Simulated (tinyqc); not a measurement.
# p-i-n power rectifier, conductivity modulation at high injection, step by step

Numbers from tinyqc (`OMP_NUM_THREADS=1 python tinyqc.py 2230032 2230033 out.jsonl`; about 0.01 s on one thread of a shared Intel Xeon 2.30GHz). Printed values are rounded.

A drift layer from x = -d to d (2 d = W) between ideal p+ and n+ emitters (no recombination in them). High injection, n = p, ambipolar diffusion with one lifetime; both mobilities scale as (T/300 K)^(-bt).

Values chosen for this exercise; bulk values close to those of 4H silicon carbide: temperature T = 400 K; relative permittivity eps_r = 9.7; critical-field constant Kc = 23300 V/cm per (cm^-3)^(1/8); rated breakdown voltage of the drift layer BV = 3400 V; drift mobility at 300 K mud = 779 cm^2/(V s); temperature exponent of the drift mobility bt = 2; hole mobility at 300 K mup = 104 cm^2/(V s); band gap Eg = 3.18 eV; conduction-band density of states at T Nc = 2.62e19 cm^-3; valence-band density of states at T Nv = 3.85e19 cm^-3; forward current density J = 50 A/cm^2; high-level lifetime tau = 1.7e-6 s.

Constants: q = 1.602176634e-19 C, kB = 1.380649e-23 J/K, Vt = kB T/q, eps0 = 8.8541878128e-14 F/cm where lengths are in cm. Results are converted to the units shown.

## Drift layer

Triangular field at breakdown with Ec = Kc N^(1/8): BV = eps0 eps_r Ec^2/(2 q N), so N = (eps0 eps_r Kc^2/(2 q BV))^(4/3); W = 2 BV/Ec; mu = mud (T/300 K)^(-bt); rho = 1/(q mu N); ideal resistance rho W.

N = 3.22516e15 cm^-3
Ec = 2.02267 MV/cm
W = 33.6190 um
mu = 438.188 cm^2/(V s)
rho = 4.41651 ohm cm
ideal resistance = 14.8478 mohm cm^2

## Carrier profile

Da = 2 mun mup Vt/(mun + mup), La = sqrt(Da tau), B = (mun - mup)/(mun + mup) with mun = mud (T/300 K)^(-bt), mup likewise; n(x) = (tau J/(2 q La)) [cosh(x/La)/sinh(d/La) - B sinh(x/La)/cosh(d/La)]. 10 equal steps.

Da = 3.55791 cm^2/s
La = 24.5936 um
B = 0.764439

| point | x (um) | n (cm^-3) |
|---|---|---|
| 0 | -16.8095 | 2.30605e17 |
| 1 | -13.4476 | 2.06667e17 |
| 2 | -10.0857 | 1.86597e17 |
| 3 | -6.7238 | 1.70019e17 |
| 4 | -3.3619 | 1.56623e17 |
| 5 | 0.0000 | 1.46158e17 |
| 6 | 3.3619 | 1.38428e17 |
| 7 | 6.7238 | 1.33290e17 |
| 8 | 10.0857 | 1.30645e17 |
| 9 | 13.4476 | 1.30446e17 |
| 10 | 16.8095 | 1.32689e17 |

d/La = 0.683. The lowest density on the grid is 40.4 times the drift doping.

## Forward voltage and stored charge

Ohmic drop: integral of J/(q (mun + mup) n); diffusion (Dember) drop Vt B ln(n(-d)/n(d)); both junctions together Vt ln(n(-d) n(d)/ni^2), ni = sqrt(Nc Nv) exp(-Eg/(2 Vt)), Eg in volts; V_F = the sum; stored charge q times the integral of n. Trapezoid rule; mun and mup scale as (T/300 K)^(-bt).

ohmic drop = 0.0137912 V
diffusion drop = 0.0145636 V
junction drops = 2.82141 V
V_F = 2.84976 V
stored charge = 85.1323 uC/cm^2

A fine grid gives V_F = 2.850 V and the stored charge J tau = 85.00 uC/cm^2. Without modulation the drift layer alone would drop J rho W = 0.742 V, 26.2 times the ohmic and diffusion drops together.
